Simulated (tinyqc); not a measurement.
Where a fixed hold relaxes most: thermal stress and diffusional relaxation in a metal film: Coble and Nabarro-Herring creep, cooling and holds. Computed by tinyqc, a small Python program. Command: `OMP_NUM_THREADS=1 python tinyqc.py 3016445 3016446 out.jsonl creep walk`. One thread of a shared host (Intel(R) Xeon(R) Processor @ 2.30GHz), about 0.08 s of CPU time with the checks.

A thin film on a rigid substrate is stress-free at T0. Tension is positive and the film creeps linearly: d sigma/dt = -M (mismatch) dT/dt - sigma/tau.

Inputs (values chosen for the exercise, modelled on copper films on silicon):

| quantity | value | unit |
|---|---|---|
| biaxial modulus M | 183 | GPa |
| expansion mismatch | 14.7 | 1e-6/K |
| atomic volume Omega | 11.8 | angstrom^3 |
| lattice prefactor D0 | 2.3e-05 | m^2/s |
| lattice energy E | 2.02 | eV |
| boundary prefactor (delta D_b)0 | 6.8e-15 | m^3/s |
| boundary energy E_b | 1.08 | eV |
| grain size d | 0.75 | um |
| stress-free temperature T0 | 450 | C |
| hold temperature T | 180 | C |
| hold time t | 0.37 | h |
| yield stress | 380 | MPa |

Constants: k_B = 1.380649e-23 J/K; k_B = 8.617333262e-05 eV/K.

Method:
- Thermoelastic slope = M x mismatch; sigma_0 = slope x (T0 - T).
- Creep rate per stress: Nabarro-Herring 14 D Omega/(k_B T d^2), Coble (14 pi) delta D_b Omega/(k_B T d^3), with D = D0 exp(-E/(k_B T)), delta D_b = (delta D_b)0 exp(-E_b/(k_B T)); 1/tau = M x (sum of both)/2 (biaxial strain rate is half the uniaxial one).
- Temperatures in kelvin are T(C) + 273.15.
- For each hold temperature: sigma_0 = slope (T0 - T), relaxed stress sigma_0 (1 - exp(-t/tau)), initial rate sigma_0/tau. In confined lines the relaxed part appears as void volume.

thermoelastic slope = 2.6901 MPa/K

Holds:

| T (C) | sigma_0 (MPa) | tau (h) | relaxed (MPa) | initial rate (MPa/h) |
|---|---|---|---|---|
| 25 | 1143.3 | 2.6921e+06 | 1.5713e-04 | 4.2469e-04 |
| 65 | 1035.7 | 2.1148e+04 | 1.8120e-02 | 4.8973e-02 |
| 105 | 928.1 | 4.6902e+02 | 7.3185e-01 | 1.9788e+00 |
| 145 | 820.5 | 2.1776e+01 | 1.3823e+01 | 3.7679e+01 |
| 185 | 712.9 | 1.7425e+00 | 1.3638e+02 | 4.0910e+02 |
| 225 | 605.3 | 2.1066e-01 | 5.0076e+02 | 2.8732e+03 |
| 265 | 497.7 | 3.5074e-02 | 4.9766e+02 | 1.4189e+04 |
| 305 | 390.1 | 7.5224e-03 | 3.9006e+02 | 5.1854e+04 |
| 345 | 282.5 | 1.9779e-03 | 2.8246e+02 | 1.4281e+05 |
| 385 | 174.9 | 6.1414e-04 | 1.7486e+02 | 2.8472e+05 |
| 425 | 67.3 | 2.1879e-04 | 6.7252e+01 | 3.0738e+05 |

The relaxed stress peaks at 225 C among these rows: colder holds have more stress but slower diffusion, hotter ones faster diffusion but less stress. The initial rate peaks about k_B T^2/E_b = 42 K below T0 when boundaries dominate; its largest row is 425 C. Caution: the elastic stress exceeds the yield stress, so dislocation glide would cap it first. Caution: dislocation glide would cap stresses above the yield stress; capping layers can block the surface and boundary paths, and threshold stresses are ignored.

Extremes, crossings and ranges named in words are read from the listed rows.
